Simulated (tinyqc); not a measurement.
Thermodynamics of metal silicides: hull, first phase, silicon consumed, nucleation and stability against SiO2: one step, computed by the program tinyqc.

Entropies of formation of the solids are neglected, so heats stand for free energies. Si fractions: M5Si3 0.3750, MSi 0.5000, MSi2 0.6667.

Problem. Which phases are stable. A phase is stable if it lies below every straight line between a phase on its left and one on its right (M and Si at zero). Distance = its heat less the lowest such line, negative for a stable phase.

Inputs (values chosen for the exercise, of the order of those of titanium silicides for heats and volumes only): heat of formation of M5Si3 = -74.3 kJ/mol atoms; heat of formation of MSi = -64.8 kJ/mol atoms; heat of formation of MSi2 = -46.5 kJ/mol atoms.

Phases: M5Si3, MSi, MSi2.

Give: distance to the lowest tie line.

Solution.

distance to the lowest tie line (kJ/mol atoms): M5Si3 -25.70, MSi -2.41, MSi2 -3.30

All three are stable.
